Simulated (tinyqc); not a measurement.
Inside a calculation. Method: Hubbard chain of 4 sites. Computed by tinyqc, a small Python program that keeps every step. Settings: hopping = 1.15, U = 3.8, mixing = 0.5, iteration cap = 77. Command: `OMP_NUM_THREADS=1 python tinyqc.py 20931 20932 out.jsonl` (the two numbers bound the seeds that draw the settings). One thread of a shared host (Intel(R) Xeon(R) Processor @ 2.60GHz), about 0.2 s of CPU time with the checks. Later iterations appear only in the table of the cycle.

## Mean-field iteration 1

one-body matrix (hopping and site energies) (eV), order 1, 2, 3, 4:
```
[[0.000000, -1.150000, 0.000000, 0.000000],
 [-1.150000, 0.000000, -1.150000, 0.000000],
 [0.000000, -1.150000, 0.000000, -1.150000],
 [0.000000, 0.000000, -1.150000, 0.000000]]
```

U = 3.800000 eV

electrons, up and down: [2, 2]

mixing = 0.500000

n(up) at the start (a guess, not normalised): [0.800000, 0.200000, 0.800000, 0.200000]

n(down) at the start (a guess): [0.200000, 0.800000, 0.200000, 0.800000]

H(up) = T + U n(down), H(down) = T + U n(up); fill the lowest levels; n(new) = n + mixing (n(out) - n); E = tr T (rho up + rho down) + U sum n_up n_down of the output.

levels, up (eV): [-0.282189, 0.556590, 3.243410, 4.082189]

levels, down (eV): [-0.282189, 0.556590, 3.243410, 4.082189]

energy = -1.931191 eV

n(up) after iteration 1: [0.839609, 0.196859, 0.803141, 0.160391]

n(down) after iteration 1: [0.160391, 0.803141, 0.196859, 0.839609]

## Mean-field iteration 2

As before.

levels, up (eV): [-0.313587, 0.464761, 3.335239, 4.113587]

levels, down (eV): [-0.313587, 0.464761, 3.335239, 4.113587]

energy = -1.942962 eV

n(up) after iteration 2: [0.864815, 0.191325, 0.808675, 0.135185]

n(down) after iteration 2: [0.135185, 0.808675, 0.191325, 0.864815]

## Mean-field iteration 3

As before.

levels, up (eV): [-0.343338, 0.405810, 3.394190, 4.143338]

levels, down (eV): [-0.343338, 0.405810, 3.394190, 4.143338]

energy = -1.948132 eV

n(up) after iteration 3: [0.880738, 0.185635, 0.814365, 0.119262]

n(down) after iteration 3: [0.119262, 0.814365, 0.185635, 0.880738]

## Convergence

Each step fills the lowest levels of T + U n(other spin) and sets n(new) = n + mixing (n(out) - n); stop when output and input agree to 1e-8.

Course of the cycle:
```
iteration       E (eV)  largest |n(out) - n(in)|  mean |n_up - n_down|
1          -1.93119076                  7.92e-02              0.685499
2          -1.94296197                  5.04e-02              0.704231
3          -1.94813235                  3.18e-02              0.716715
4          -1.95048493                  2.01e-02              0.725179
5          -1.95158571                  1.27e-02              0.730980
6          -1.95211075                  8.14e-03              0.734982
7          -1.95236427                  5.24e-03              0.737755
8          -1.95248761                  3.51e-03              0.739682
9          -1.95254788                  2.57e-03              0.741024
10         -1.95257741                  1.86e-03              0.741961
11         -1.95259190                  1.33e-03              0.742614
...                ...                       ...                   ...
35         -1.95260590                  2.89e-07              0.744137
36         -1.95260590                  2.03e-07              0.744137
37         -1.95260590                  1.42e-07              0.744137
38         -1.95260590                  9.96e-08              0.744138
39         -1.95260590                  6.98e-08              0.744138
40         -1.95260590                  4.90e-08              0.744138
41         -1.95260590                  3.43e-08              0.744138
42         -1.95260590                  2.41e-08              0.744138
43         -1.95260590                  1.69e-08              0.744138
44         -1.95260590                  1.18e-08              0.744138
45         -1.95260590                  8.30e-09              0.744138
```

local moments n_up - n_down: [0.817918, -0.670357, 0.670357, -0.817918]

Converged in 45 iterations. Before convergence this energy mixes input and output and is not variational, so it may rise towards its limit.

## Exact diagonalisation (36 states)

Lowest levels of the sector, and the double occupancy of the lowest state.

lowest levels (eV): [-2.547212, -1.844365, -1.133795, -0.806940, -0.373933, 0.000000]

double occupancy per site = 0.104001

The mean-field solution above lies 0.5946 eV above the exact energy.

## The lowest level by Lanczos steps

From a random start vector (not printed): a_j = <q_j|H|q_j>, b_j = norm of the remainder after orthogonalising; the Ritz value is the lowest eigenvalue of the tridiagonal matrix of a and b so far.

Lanczos:
```
j   a_j (eV)  b_j (eV)  lowest Ritz value (eV)
1   1.893997  3.281403              1.89399723
2   4.234744  4.074815             -0.41950304
3   3.292867  3.063154             -1.85826993
4   4.549372  3.338214             -2.28702184
5   4.317020  3.158802             -2.43541276
6   3.160063  2.487989             -2.50646200
7   3.881642  2.648517             -2.52886241
8   1.988624  2.641521             -2.53903329
9   4.082180  2.547876             -2.54415221
10  3.684409  3.138009             -2.54572584
```
